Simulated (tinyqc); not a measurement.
Read current of a NAND string, cells in series solved by shooting: one step of the calculation.

Cells in series, numbered from 0 at the source line (0 V) to the bit line, each followed by a gap resistance Rg. A cell with gate Vg, threshold VT, source Vs and drain Vd passes I = 2 nf K Vt^2 [F(Vs) - F(Vd)]/(1 + th max(Vg - VT, 0)), F(V) = ln^2(1 + exp((Vg - VT - nf V)/(2 nf Vt))). The selected cell has Vg = Vr, the others Vg = Vp.

Task. Node voltages for a trial current. For a trial current I start at 0 V and, cell by cell (the selected one is cell 2), solve for the drain: sqrt(F(Vd)) = sqrt(F(Vs) - I/k), k = 2 nf K Vt^2/(1 + th max(Vg - VT, 0)), Vd = [Vg - VT - 2 nf Vt ln(exp(sqrt F) - 1)]/nf, then add I Rg.

Values chosen for this exercise; values of the order met in vertical NAND strings: temperature T = 300 K; gain factor of a cell K = 26 uA/V^2; slope factor nf = 2.1; mobility reduction factor th = 0.18 1/V; resistance of the gap between cells Rg = 11 kohm; bit-line voltage Vbl = 0.3 V; pass voltage Vp = 6.4 V; read voltage on the selected word line Vr = 0.88 V.

Constants: q = 1.602176634e-19 C, kB = 1.380649e-23 J/K, Vt = kB T/q. Results are converted to the units shown.

first trial current = 0.56 uA
thresholds from the source end, cell 0 to 4 (V): 4.3  4.3  0.4  -2.2  4.3

Give: node voltage after each cell and gap, trial 1.

Result.

node voltage after each cell and gap, trial 1, cell 0 to 4 (V): 0.02039  0.04109  0.1249  0.1377  0.1604

tinyqc, about 0.4 s, one thread, Intel Xeon 2.30GHz (shared host): `OMP_NUM_THREADS=1 python tinyqc.py 2142255 2142256 out.jsonl`
